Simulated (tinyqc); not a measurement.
# Worked calculation: metal-interlayer-semiconductor contact, depinning against tunnelling resistance

Program tinyqc, `OMP_NUM_THREADS=1 python tinyqc.py 2270168 2270169 out.jsonl`; Intel Xeon 2.30GHz, shared host, one thread, about 0.04 s. Printed values are rounded.

Zero bias, n-type semiconductor. Gap states at the semiconductor surface thin out as exp(-be ti), which unpins the barrier; electrons must then cross the interlayer (a rectangular barrier, no voltage drop across it) and the parabolic depleted layer, both by WKB. Energies E are counted from the Fermi level; no image force, parabolic bands.

Inputs (values chosen for the exercise); semiconductor values close to those of silicon; interlayer mass of the order of that in strontium titanate, offset chosen freely:
```
symbol   value   unit                                                           meaning
T          300      K                                                       temperature
Eg        1.14     eV                                                          band gap
eps_r     11.7                                                    relative permittivity
chi        4.1     eV                                                 electron affinity
Nc      2.8e19  cm^-3                            conduction-band density of states at T
mt       0.187     m0                              tunnelling mass in the semiconductor
mA        2.06     m0                                                   Richardson mass
Nd      3.9e19  cm^-3                                                     donor density
E0        0.36     eV                    charge-neutrality level above the valence band
S0        0.28                                        pinning factor without interlayer
phiM      4.14     eV                                               metal work function
ti         1.3     nm                                              interlayer thickness
dE        0.22     eV  conduction-band offset of the interlayer above the semiconductor
mi         0.6     m0                                 tunnelling mass in the interlayer
be         3.8   1/nm               decay constant of gap states through the interlayer
```

Constants: q = 1.602176634e-19 C, kB = 1.380649e-23 J/K, eps0 = 8.8541878128e-12 F/m, hbar = 1.054571817e-34 J s, h = 6.62607015e-34 J s, m0 = 9.1093837015e-31 kg, Vt = kB T/q, hbar^2/(2 m0) = 0.0380998212 eV nm^2. Results are converted to the units shown.

## Pinning, barrier and scales

S = 1/(1 + (1/S0 - 1) exp(-be ti)); phiB = S (phiM - chi) + (1 - S)(Eg - E0); xi = Ec - EF deep inside, from Nd = Nc F(-xi/Vt), F(x) = (2/sqrt(pi)) int_0^infinity sqrt(u) du/(1 + exp(u - x)); band bending U = phiB - xi; E00 = (hbar/2) sqrt(Nd/(eps0 eps_r mt m0)) in volts; A = 4 pi q mA m0 kB^2/h^3.

S = 0.9819348
phiB = 0.05336824 eV
xi = -0.02105873 eV
U = 0.07442696 eV
E00 = 0.07838733 eV
A = 247.5569 A/(cm^2 K^2)

The interlayer moves the barrier from 0.573 eV to 0.0534 eV; the unpinned limit is phiM - chi = 0.0400 eV. E00/Vt = 3.03: by the usual rule of thumb (0.5 to 5) thermionic-field emission.

## Exponents and integrand on an energy grid

E, point 0 to 12 (eV): -0.02  0  0.02  0.04  0.06  0.08  0.1  0.12  0.14  0.16  0.18  0.2  0.22

With U = phiB - xi: for xi < E < phiB, y = (E - xi)/U and G1 = (U/E00) [sqrt(1 - y) - y ln((1 + sqrt(1 - y))/sqrt(y))], G1 = 0 above phiB; G2 = 2 ti sqrt(mi max(phiB + dE - E, 0)/C), C = hbar^2/(2 m0); f = 1/(1 + exp(E/Vt)); integrand exp(-G1 - G2) f.

```
point	G1	G2	f	integrand (1e-3)
0	0.9046664	5.588484	0.6843066	1.035884
1	0.4696201	5.394628	0.5	1.419578
2	0.2114883	5.193541	0.3156934	1.418701
3	0.0500639	4.984348	0.1754810	1.142386
4	0.0000000	4.765982	0.08940647	0.761253
5	0.0000000	4.537118	0.04333311	0.463847
6	0.0000000	4.296079	0.02046879	0.278823
7	0.0000000	4.040687	0.009548212	0.167909
8	0.0000000	3.768024	0.004427681	0.102269
9	0.0000000	3.474027	0.002047520	0.063457
10	0.0000000	3.152732	9.456321e-4	0.040412
11	0.0000000	2.794741	4.364739e-4	0.026682
12	0.0000000	2.383576	2.014073e-4	0.018574
```

## Contact resistivity

1/rho_c = (A T^2/Vt^2) I, with I the trapezoid sum of the integrand over the grid.

I = 1.282509e-4 eV
rho_c = 2.3389e-7 ohm cm^2

A fine grid from xi upwards gives rho_c = 2.275e-7 ohm cm^2; the coarse value is 2.8 % above it. The integrand peaks at E = 0.0097 eV, and 28 % of the current flows above phiB. Tunnelling through the interlayer costs a factor of 162 at this barrier height; the bare contact (ti = 0) has rho_c = 4.57e-7 ohm cm^2, so with the interlayer rho_c is 50 % below that.
